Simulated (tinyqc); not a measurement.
## Internal photoemission over an interface barrier: threshold and yield against field

Electrons are excited from the valence band of a semiconductor over the barrier Phi(F) = P0 - sqrt(q F/(4 pi eps0 ei)), whose top lies at xm = sqrt(q/(16 pi eps0 ei F)). The yield is Y = A (hv - Phi)^p exp(-xm/l), with A = 1 here.

The yield is taken at hv = 3.36 eV.

Values chosen for this exercise; dielectric values close to those of silicon nitride:
- P0 = 3.06 eV (barrier at zero field)
- ei = 4.11 (image-force permittivity)
- p = 3 (exponent of the yield)
- l = 2.3 nm (scattering length in the image well)

Constants: q = 1.602176634e-19 C, eps0 = 8.8541878128e-14 F/cm where lengths are in cm. Results are converted to the units shown.

Results:
```
F (MV/cm)	sqrt(F) ((MV/cm)^0.5)	Phi (eV)	xm (nm)	Y
0.1	0.3162	3.001	2.960	0.01280
0.19	0.4359	2.978	2.147	0.02185
0.35	0.5916	2.949	1.582	0.03483
0.64	0.8000	2.910	1.170	0.05470
1.2	1.095	2.855	0.8543	0.08885
3.9	1.975	2.690	0.4739	0.2444
7.2	2.683	2.558	0.3488	0.4437
```

Estimate the missing row, F = 2.1 MV/cm.

Computed row:
```
F (MV/cm)	sqrt(F) ((MV/cm)^0.5)	Phi (eV)	xm (nm)	Y
2.1	1.449	2.789	0.6458	0.1408
```

With this row back in the table: Phi is linear in sqrt(F) with slope -0.187 eV and intercept P0 = 3.06 eV. The yield grows by a factor of 34.7, of which 3.11 comes from less scattering, as xm shrinks from 2.96 to 0.349 nm, and the rest from the lower barrier. For F = 7.2 xm is within about two atomic layers of the interface, where the classical image potential fails.

Program tinyqc, `OMP_NUM_THREADS=1 python tinyqc.py 2410049 2410050 out.jsonl`; Intel Xeon 2.30GHz, shared host, one thread, about 0.01 s.
